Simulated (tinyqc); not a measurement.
Landau levels of massless Dirac electrons: one step. Fields of the Hall plateaus. Two cases, with inputs chosen for the exercise.

Problem. A plateau is centred where nu = n/n_B equals 2, 6, 10, 14, 18, 22; there rho_xy = h/(nu e^2).

In a field B along z: l = 1/sqrt((e/hbar) B) is the magnetic length, n_B = B/(h/e) the number of states per area in one level, hbar wc = 2 muB B/m for mass m in m0; 1/angstrom^2 = 1e16/cm^2.

Constants: h/e = 413566.7697 T angstrom^2; e^2/h = 3.874045865e-05 S.

Case 1.

Values chosen (out of a larger set: near those of graphene; not measured data): n = 8.3 x 1e11/cm^2 (electron sheet density).

Case 2.

Values chosen (out of a larger set: near those of graphene; not measured data): n = 1.7 x 1e11/cm^2 (electron sheet density).

Give: Plateaus.

Solution.

Case 1.

Plateaus:
```
nu,B (T),1/B (1/T),rho_xy (kohm)
2,17.163,0.0583,12.9064
6,5.721,0.1748,4.3021
10,3.433,0.2913,2.5813
14,2.452,0.4079,1.8438
18,1.907,0.5244,1.4340
22,1.560,0.6409,1.1733
```

Case 2.

Plateaus:
```
nu,B (T),1/B (1/T),rho_xy (kohm)
2,3.515,0.2845,12.9064
6,1.172,0.8534,4.3021
10,0.703,1.4223,2.5813
14,0.502,1.9913,1.8438
18,0.391,2.5602,1.4340
22,0.320,3.1292,1.1733
```

Computed by tinyqc, one run a case: `OMP_NUM_THREADS=1 python tinyqc.py N N+1 out.jsonl` with N = 1252335, 1280680; one thread of a shared Intel(R) Xeon(R) Processor @ 2.30GHz, about 0.01 s a run at most.
